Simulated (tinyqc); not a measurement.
Tight-binding t2g bands of a cubic perovskite: sweeps and comparisons. A value that a table varies takes the place of the one given here.

Orbitals yz, zx, xy (X, Y, Z below) times spin. E_xy = Dt + 2t (2 - cos x - cos y) + 2 td (1 - cos z) + 4 t2 (1 - cos x cos y) with x = kx a and so on; yz and zx follow by cyclic change, without Dt. Spin-orbit term -(Dso/3) L.sigma + Dso/3 with (L_k)_ij = -i epsilon_kij in X, Y, Z: for Dt = 0 the quartet lies at 0 and the doublet at Dso.

Constants: hbar^2/2m0 = 3.80998211 eV angstrom^2.

Parameters, chosen for this exercise (of the size met in SrTiO3 and KTaO3; shifted at random, so the results belong to these values and not to a real crystal):
- t = 0.413 eV (strong hopping)
- td = 0.045 eV (weak hopping)
- t2 = 0.036 eV (diagonal hopping in the plane of the orbital)
- Dso = 0.231 eV (spin-orbit splitting at Gamma)
- Dt = 0 eV (shift of xy (tetragonal field or confinement))
- a = 3.892 angstrom (lattice constant)
- k = (0.14, 0.19, 0.18) 2 pi/a (wave vector)

## Bands along [100] with and without spin-orbit coupling

k = (x,0,0). The plain columns hold the three orbital energies without spin-orbit coupling, sorted.

Levels (eV):
```
x (2 pi/a)  plain 1  plain 2  plain 3  pair 1  pair 2  pair 3
0.00         0.0000   0.0000   0.0000  0.0000  0.0000  0.2310
0.02         0.0007   0.0076   0.0076  0.0030  0.0076  0.2364
0.04         0.0028   0.0305   0.0305  0.0113  0.0305  0.2530
0.06         0.0063   0.0681   0.0681  0.0236  0.0681  0.2818
0.10         0.0172   0.1853   0.1853  0.0528  0.1853  0.3806
0.15         0.0371   0.3998   0.3998  0.0886  0.3998  0.5793
0.20         0.0622   0.6703   0.6703  0.1223  0.6703  0.8411
0.30         0.1178   1.2697   1.2697  0.1852  1.2697  1.4333
0.50         0.1800   1.9400   1.9400  0.2506  1.9400  2.1004
```

How do the results move?

At the zone edge the heavy yz band has risen by 0.180 eV (4 td) and the light ones by 1.940 eV (4t + 8 t2). Spin-orbit coupling mixes the orbitals while their spacing is below Dso = 0.231 eV: the lowest pair lies +2.3 meV from the plain band at x = 0.02 and +70.6 meV at the edge, where yz has parted from the other two and its offset tends to Dso/3 = 77.0 meV; zx and xy, 0 meV apart without the coupling, still mix there.

## Order of the levels against the shift of xy

Levels at Gamma, the xy weight of the lowest pair and its mass along [100] from m/m0 = c q^2/(E(q) - E(0)), q = 0.001 (2 pi/a).

At Gamma:
```
Dt (eV)  pair 1 (eV)  pair 2 (eV)  pair 3 (eV)  xy weight of pair 1  mass (m0)
-0.30        -0.2522       0.0000       0.1832                0.933      0.535
-0.15        -0.1168       0.0000       0.1978                0.861      0.554
-0.08        -0.0587       0.0000       0.2097                0.792      0.573
-0.03        -0.0208       0.0000       0.2218                0.720      0.594
-0.01        -0.0068       0.0000       0.2278                0.685      0.605
0.01          0.0000       0.0066       0.2344                0.000      0.950
0.03          0.0000       0.0191       0.2419                0.000      0.949
0.08          0.0000       0.0466       0.2644                0.000      0.949
0.15          0.0000       0.0757       0.3053                0.000      0.949
```

What does this show?

For Dt > 0 the lowest pair is the pure yz, zx combination at 0, with mass 0.949 at Dt = 0.15 eV. For Dt < 0 it gains xy weight, 0.69 at -0.01 and 0.93 at -0.3 eV, and its mass tends to the light value 0.519; the scale of the change is Dso = 0.231 eV.

## What each parameter does

The three pairs at k. Each row changes one parameter from the base and keeps the others.

Results:
```
case             pair 1 (eV)  pair 2 (eV)  pair 3 (eV)
base                  0.9545       1.0520       1.2937
t = 0.4543 eV         1.0334       1.1376       1.3883
td = 0.0675 eV        0.9821       1.0757       1.3130
t2 = 0.056 eV         1.0137       1.1143       1.3592
Dso = 0.3003 eV       0.9553       1.0600       1.3542
Dt = -0.03 eV         0.9437       1.0370       1.2895
```

What can be read from the table?

The largest shifts from the base row, up to three for each result and ties (the steps differ in size, so this ranks the rows, not the parameters). pair 1 (eV): t +0.0789, t2 +0.0592, td +0.0276. pair 2 (eV): t +0.0856, t2 +0.0623, td +0.0237. pair 3 (eV): t +0.0946, t2 +0.0655, Dso +0.0605.

Run: tinyqc, `OMP_NUM_THREADS=1 python tinyqc.py 1451584 1451585 out.jsonl`; Intel(R) Xeon(R) Processor @ 2.30GHz, one thread, shared host; about 0.01 s of CPU time with all checks.
